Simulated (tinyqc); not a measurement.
Concentration-dependent dopant diffusion with charged defects and the built-in field: one step, computed by the program tinyqc. Command: `OMP_NUM_THREADS=1 python tinyqc.py 3018407 3018408 out.jsonl extrinsic walk`. One thread of a shared host (Intel(R) Xeon(R) Processor @ 2.30GHz), about 0.1 s of CPU time with the checks.

A constant source C_s feeds a half space. The dopant moves through neutral point defects and through charged ones, whose number grows with the majority carrier density n.

Question. Intrinsic density and partial diffusivities. n_i = 3.87e16 T^1.5 exp(-7014/T) per cm^3 (T in kelvin, an empirical form); each D = prefactor x exp(-E/(k_B T)); the intrinsic diffusivity D_i is their sum. Temperatures in kelvin are T(C) + 273.15.

Inputs (values chosen for the exercise, modelled on arsenic in silicon):
```
quantity,value,unit
neutral prefactor D0x,0.012,cm^2/s
neutral activation energy E0,3.45,eV
singly charged prefactor D01,28.2,cm^2/s
activation energy E1,4.15,eV
temperature T,1050,C
```

Field enhancement: on.

Constants: k_B = 8.617333262e-05 eV/K.

Give: n_i; partial diffusivities; intrinsic diffusivity D_i.

Answer.

n_i = 9.2883e+18 1/cm^3

partial diffusivities (cm^2/s): Dx 8.6775e-16, D1 4.3976e-15

intrinsic diffusivity D_i = 5.2653e-15 cm^2/s
